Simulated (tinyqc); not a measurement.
# Surface potential of a MOS transistor: implicit equation and explicit approximations: two studies

p-type body, charge-sheet picture, depletion and inversion only, full ionisation (an idealisation for deep acceptors), Boltzmann statistics (rough once Na exp(x - xn) passes about Nc/7). In units of Vt: xg = (Vg - Vfb)/Vt, x = psi/Vt, G = gamma/sqrt(Vt), xn = (2 phiF + Vc)/Vt. The implicit equation is (xg - x)^2 = G^2 [x - 1 + exp(x - xn)] for x above about 3. Cox = eps0 eox/tox.

Inputs (values chosen for the exercise); band and dielectric values close to those of silicon: temperature T = 300 K; band gap Eg = 1.11 eV; relative permittivity eps_r = 11.5; conduction-band density of states at T Nc = 2.85e19 cm^-3; valence-band density of states at T Nv = 2.67e19 cm^-3; relative permittivity of the gate insulator (close to aluminium oxide) eox = 8.88; insulator thickness tox = 3.6 nm; acceptor density Na = 2.2e16 cm^-3; flat-band voltage Vfb = -0.66 V; channel-body voltage Vc = 0.5 V; gate-body voltage Vg = 1.46 V.

Constants: q = 1.602176634e-19 C, kB = 1.380649e-23 J/K, Vt = kB T/q, eps0 = 8.8541878128e-14 F/cm where lengths are in cm. Results are converted to the units shown.

Each table varies one quantity; the others keep the values above.

## Accuracy of the approximations against gate voltage

ni = sqrt(Nc Nv) exp(-Eg/(2 Vt)), Eg in volts; phiF = Vt ln(Na/ni); gamma = sqrt(2 q eps0 eps_r Na)/Cox; VT = Vfb + Vt (xn + G sqrt(xn - 1)). Depletion value a = 1 + [sqrt(G^2/4 + xg - 1) - G/2]^2; inversion value b = xn + ln[(xg - xn)^2/G^2 - xn + 1] and first guess y = min(a, b) - ln(1 + exp(-|a - b|)) if a > xn + 1, else b = y = a; one second-order correction with D = exp(y - xn), p = 2 (xg - y) + G^2 (1 + D), w = (xg - y)^2 - G^2 (y - 1 + D): z = y + 2 w/(p + sqrt(p^2 - 2 (2 - G^2 D) w)), or the Newton step z = y + w/p where the root is not real. N_inv = (Cox Vt G/q) [sqrt(x - 1 + exp(x - xn)) - sqrt(x - 1)] at the root. Lambert form (Cox m Vt/q) W0[(G/(2 m sqrt(xn - 1))) exp((Vg - VT)/(m Vt))], m = 1 + G/(2 sqrt(xn - 1)). Errors under 1e-4 mV, and the linear form below VT, are printed as 0.

Results:
```
Vg (V)	psi (V)	x - xn	error of y (mV)	error of z (mV)	N_inv (cm^-2)	Cox (Vg - VT)/q (cm^-2)	Lambert form (cm^-2)
0.22	0.8449	-15.33	0	0	1665	0	1332
0.62	1.237	-0.1632	0.379	0	5.252e9	0	5.266e9
0.82	1.379	5.341	34.1	12.7	7.586e11	2.673e12	8.914e11
1.02	1.431	7.340	29.9	11.4	2.769e12	5.399e12	3.164e12
1.22	1.459	8.414	21.7	6.66	5.111e12	8.126e12	5.680e12
1.42	1.477	9.136	17.2	-3.45	7.578e12	1.085e13	8.272e12
1.62	1.491	9.676	14.3	-1.39	1.011e13	1.358e13	1.090e13
1.82	1.502	10.11	12.3	-0.757	1.268e13	1.630e13	1.355e13
```

Estimate the missing row, Vg = 0.42 V.

Computed row:
```
Vg (V)	psi (V)	x - xn	error of y (mV)	error of z (mV)	N_inv (cm^-2)	Cox (Vg - VT)/q (cm^-2)	Lambert form (cm^-2)
0.42	1.041	-7.745	2.11e-4	0	2.937e6	0	2.668e6
```

With this row back in the table: psi rises from 0.845 to 1.50 V and ends 10 Vt above 2 phiF + Vc. Among the rows the first guess is off by at most 34 mV (at Vg = 0.82 V) and the corrected value by at most 13 mV. In the last row the linear form is 29 % above N_inv and the Lambert form 6.8 % above it; in the first row the Lambert form is 20 % below it. For Vg = 0.82, 1.02, 1.22, 1.42, 1.62, 1.82 the electron quasi-Fermi level lies less than 2 Vt below the band edge at the surface, or above it, where degeneracy and confinement, left out, matter.

## Effect of the insulator thickness at fixed gate voltage

Same model as above.

Effect of the insulator thickness at fixed gate voltage:
```
tox (nm)	psi (V)	x - xn	error of y (mV)	error of z (mV)	N_inv (cm^-2)	Cox (Vg - VT)/q (cm^-2)	Lambert form (cm^-2)
1.2	1.533	11.29	20.9	6.30	2.336e13	3.536e13	2.647e13
1.6	1.519	10.76	19.7	5.67	1.778e13	2.637e13	1.992e13
2.2	1.504	10.17	18.4	-6.38	1.310e13	1.902e13	1.450e13
3.1	1.488	9.533	17.1	-3.34	9.372e12	1.333e13	1.025e13
4.2	1.473	8.968	15.9	-2.27	6.924e12	9.686e12	7.498e12
5.8	1.457	8.365	14.8	-1.58	4.974e12	6.853e12	5.333e12
7.9	1.442	7.782	13.7	-1.15	3.580e12	4.876e12	3.806e12
11	1.426	7.148	12.7	-0.841	2.471e12	3.338e12	2.604e12
```

What does the table show?

As tox goes from 1.2 to 11, psi falls from 1.53 to 1.43 V, x - xn falls from 11.3 to 7.15 and N_inv falls from 2.34e13 to 2.47e12 cm^-2. The Lambert form lies between 1.05 and 1.13 times N_inv. In every row the electron quasi-Fermi level lies less than 2 Vt below the band edge at the surface, or above it, where degeneracy and confinement, left out, matter.

Numbers from tinyqc (`OMP_NUM_THREADS=1 python tinyqc.py 2122029 2122030 out.jsonl`; about 0.01 s on one thread of a shared Intel Xeon 2.30GHz).
